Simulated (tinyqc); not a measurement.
Worked calculation: Landau-Devonshire theory of a uniaxial ferroelectric. Computed by tinyqc, a small Python program that keeps every step. Command: `OMP_NUM_THREADS=1 python tinyqc.py 3008279 3008280 out.jsonl ferro walk`. One thread of a shared host (Intel(R) Xeon(R) Processor @ 2.30GHz), about 0.01 s of CPU time with the checks. Intermediate numbers are printed to about 7 digits and carried at full precision; extremes and crossings named in words are read from the listed rows.

G(P) = (alpha/2) P^2 + (beta*/4) P^4 + (gamma/6) P^6 - E P per volume, SI units, one domain, P along the polar axis, which is normal to the film.

Inputs (values chosen for the exercise, for a model ferroelectric): alpha_0 = 230000 J m/(C^2 K); Curie-Weiss temperature T0 = 300 K; beta = 3.63e+08 J m^5/C^4; gamma = 7.19e+09 J m^9/C^6; temperature T = 230 K; misfit strain u_m = -0.0071; electrostriction Q12 = -0.029 m^4/C^2; compliance s11 + s12 = 3.3e-12 m^2/N; applied field E = 59 MV/m; film thickness d = 54 nm; screening length lambda = 0.0045 nm; background permittivity eps_b = 8; gradient coefficient g = 2.3e-10 J m^3/C^2; series capacitance C_d = 3.7 microfarad/cm^2; start of Newton steps P0/Ps = 1.3.

Sample: epitaxial film.

Constants: eps_0 = 8.8541878128e-12 F/m.

## Coefficients at T

alpha = alpha_0 (T - T0*), with clamping: T0* = T0 + 4 Q12 u_m/(alpha_0 (s11 + s12)), beta* = beta + 4 Q12^2/(s11 + s12).

T0* = 1385.112 K

alpha = -2.656758e+08 J m/C^2

beta* = 1.382394e+09 J m^5/C^4

Compression raises T0 by 1085 K. beta* > 0: the transition is of second order. Caution: a shift of T0 this large is beyond the range where constant coefficients hold.

## Spontaneous polarisation, susceptibility, coercive field

Ps^2 = [-beta* + sqrt(beta*^2 - 4 alpha gamma)]/(2 gamma). chi = 1/(eps_0 G''), G'' = alpha + 3 beta* P^2 + 5 gamma P^4 at Ps. Ps, chi and the coercive field are for perfect screening, without a depolarising field. The intrinsic coercive field is |alpha P + beta* P^3 + gamma P^5| at the P_c where G'' = 0. 1 C/m^2 = 100 microcoulomb/cm^2.

spontaneous polarisation Ps = 34.46605 microcoulomb/cm^2

susceptibility chi = 153.8135

well depth G(Ps) = -8.894339 MJ/m^3

P_c = 21.41113 microcoulomb/cm^2

intrinsic coercive field = 40.07970 MV/m

P_c/Ps = 0.621, above the 0.577 of a quartic well, as the sixth-order term matters. Real switching runs by domain nucleation at far lower fields. Caution: far below T0* the expansion with linear alpha(T) is only a fit.

## Polarisation in the field by Newton steps

Solve G'(P) = alpha P + beta* P^3 + gamma P^5 - E = 0 by P(new) = P - G'/G'' from P0; stop when the step is below 1e-11 C/m^2 (G' under 1e-6 MV/m is shown as 0).

Newton steps:
```
step  P (microcoulomb/cm^2)     G' (MV/m)  G'' (MJ m/C^2)
1                  44.80586  7.614738e+01        2015.798
2                  41.02833  1.106012e+01        1451.101
3                  40.26614  3.813975e-01        1351.792
4                  40.23793  5.063062e-04        1348.204
5                  40.23789             0        1348.199
```

P at the end of the steps = 40.23789 microcoulomb/cm^2

1/(eps_0 G'') there = 83.77167

The linear estimate Ps + eps_0 chi E gives 42.501; the field lowers chi by 45.5 %.

## The 180-degree wall

With the term (g/2) (dP/dx)^2, (g/2) P'^2 = G(P) - G(Ps) across the wall: energy = int_(-Ps)^(Ps) sqrt(2 g [G(P) - G(Ps)]) dP (40 Gauss-Legendre points); width = 2 Ps over the slope at P = 0, sqrt(2 |G(Ps)|/g). Elastic coupling inside the wall is left out.

wall energy = 30.04322 mJ/m^2

wall width = 2.478641 nm

## A capacitor with imperfect screening

Between shorted electrodes with screening length lambda each, the depolarising field is -k P, k = 2 lambda/(eps_0 (d + 2 lambda eps_b)), so alpha turns into alpha + k. The polar state is the lowest uniform state while alpha + k < 0 (beta* > 0) or < 3 beta*^2/(16 gamma) (beta* < 0); setting the equality gives the critical thickness d_c.

depolarising coefficient k = 1.879842e+07 J m/C^2

polarisation of the film = 33.55888 microcoulomb/cm^2

size of the depolarising field = 6.308539 MV/m

critical thickness d_c = 3.753973 nm

The film keeps 97 % of Ps.

## Thickness series

Domains are left out, though they can pre-empt both the loss of P and the state at P = 0. The second and third columns are for the shorted capacitor, polar only where it is the lowest uniform state: alpha + k < 0 (beta* > 0) or < 3 beta*^2/(16 gamma) (beta* < 0). The last column is another circuit, the film in series with C_d at P = 0: 1/C = (alpha d)/(1 + alpha eps_0 eps_b) + 1/C_d, and P = 0 is locally stable while 1/C > 0; a dash marks the rest.

Against thickness:
```
d (nm)  P (microcoulomb/cm^2)  depolarising field (MV/m)  C of the stack / C_d
1                     0.00000                    0.00000              1.010120
2                     0.00000                    0.00000              1.020447
3                     0.00000                    0.00000              1.030987
5                    19.80285                   39.68644              1.052734
8                    27.05805                   34.07290              1.087132
15                   30.94071                   20.86667              1.176856
30                   32.79645                   11.08558              1.429707
60                   33.65180                    5.69416              2.506972
150                  34.14499                    2.31271                     -
```

The polar state appears between 3 and 5 nm (d_c = 3.75 nm), and at 150 nm P is 99.1 % of Ps. The stack exceeds C_d wherever it is stable, up to 2.51 times: the ferroelectric held at P = 0 acts as a negative capacitance.

Checks made by the program: Ps against a numerical root of G'(P)/P (relative difference below 1e-10).
